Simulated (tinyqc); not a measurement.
Convergence with cell size: Koster-Slater impurity in a tight-binding band, by Green functions and by supercells. Computed by tinyqc, a small Python program. Command: `OMP_NUM_THREADS=1 python tinyqc.py 3002063 3002064 out.jsonl kosterslater walk`. One thread of a shared host (Intel(R) Xeon(R) Processor @ 2.30GHz), about 0.04 s of CPU time with the checks.

One orbital per site, e(k) = -2 t sum cos(k_i) over 2 direction(s), band from -4 t to 4 t, lattice constant 1. One site has the extra energy U. Spin is left out.

Inputs (values chosen for the exercise, for a model band): hopping t = 0.55 eV; impurity potential U = 2.87 eV.

Lattice: square.

Method:
- Outside the band G0(E) = (2/(pi E)) K(m), m = 16 t^2/E^2, K the complete elliptic integral with parameter m.
- A bound state solves 1/U = G0(E).
- Bisection in ln(distance from the edge) between 1e-5 t and |U| + t. Weight on the impurity site: -1/(U^2 dG0/dE), by a central difference with step min(1e-4 t, distance/30). Decay length along an axis: 1/arccosh(1 + distance/(2 t)).
- In a periodic cell of N sites along each direction with Bloch vector K, the level solves 1/U = N^-d sum_k 1/(E - e(k)), k_i = (2 pi m_i + K_i)/N, m_i = 0..N-1; the outermost root on the side of U is taken (bisection). d is the number of directions. Gamma means K_i = 0, the zone corner K_i = pi, the quarter point K_i = pi/2.
- Even N; errors against the isolated level E_b, set to 0 below 1e-6 t.

level E_b = 3.30470 eV

decay length = 0.757908 sites

Error of the level (eV):
```
N   sites       Gamma       corner  quarter point
2       4  3.6821e-01  -4.3470e-01      -0.019823
4      16  2.0800e-02  -1.9823e-02      -0.000071
6      36  1.1845e-03  -1.1506e-03       0.000000
8      64  7.1861e-05  -7.1140e-05       0.000000
12    144           0            0       0.000000
16    256           0            0       0.000000
```

What follows from these numbers?

The error at Gamma falls exponentially, between the last two resolved rows by exp(-1.401) per site against 1/(decay length) = 1.319; the rest is the power-law prefactor of the Green function. Gamma and the corner err in opposite directions. Among the sizes listed an error below 1 meV is first reached at N = 8 at Gamma; at the quarter point N = 4 is enough.

Extremes, crossings and ranges named in words are read from the listed rows.
